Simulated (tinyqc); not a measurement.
Born-von Karman spring model of a cubic crystal with one atom per cell: one step, computed by the program tinyqc. Command: `OMP_NUM_THREADS=1 python tinyqc.py 3028002 3028003 out.jsonl springs walk`. One thread of a shared host (Intel(R) Xeon(R) Processor @ 2.30GHz), about 0.1 s of CPU time with the checks.

First neighbours lie at a/2 (1,1,1) (8 of them), second at a (1,0,0) (6), with all permutations and signs; the volume per atom is Omega = a^3/2.

Problem. Dynamical matrix at q. A neighbour at R with unit vector n couples by the matrix K(R) = kL n n^T + kT (1 - n n^T), and D(q) = (1/M) sum_R K(R) [1 - cos(q.R)].

Inputs (values chosen for the exercise, for a model crystal): atomic mass M = 186 u; radial spring k1L = 3.27 eV/angstrom^2; transverse spring k1T = 0 eV/angstrom^2; radial spring k2L = 1.9 eV/angstrom^2; transverse spring k2T = 0 eV/angstrom^2.

Lattice: bcc.

wave vector q (2 pi/a): [0.65, 0.38, 0]

Give: D(q).

Solution.

D(q) (eV/(angstrom^2 u)), rows x, y, z:
```
[[0.08716, 0.03884, 0.00000],
 [0.03884, 0.09004, 0.00000],
 [0.00000, 0.00000, 0.05472]]
```
